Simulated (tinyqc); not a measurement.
# Error from band bending against le

In A the levels shift by pb (1 - z/W)^2 for z < W. The signal from depth z is weighted by exp(-z/le)/le, so the centroid shifts by pb [1 - 2/a + (2/a^2)(1 - exp(-a))], a = W/le, and the error of iA against its value at the interface is that less pb.

Parameters, values chosen for the exercise:
```
symbol,value,unit,meaning
pb,-0.26,V,band bending in A at the interface
W,120,nm,width of the bent region
```

Error from band bending against le:
```
le (nm)       a  centroid shift (eV)  error (meV)
0.5      240.00             -0.25784       2.1576
1.9      63.158             -0.25190       8.1030
3.4      35.294             -0.24568       14.316
4.8      25.000             -0.24003       19.968
6.2      19.355             -0.23452       25.479
7.7      15.584             -0.22877       31.226
9.1      13.187             -0.22356       36.443
10.6     11.321             -0.21812       41.876
12       10.000             -0.21320       46.800
```

The size of the error rises from 2.16 to 46.8 meV; for large a it is 2 |pb|/a. It is below 50 meV, a typical accuracy of the method, in 9 of the 9 rows. Heavily doped substrates and deep-probing photons need the correction.

Program tinyqc, `OMP_NUM_THREADS=1 python tinyqc.py 2410136 2410137 out.jsonl`; Intel Xeon 2.30GHz, shared host, one thread, about 0.01 s.
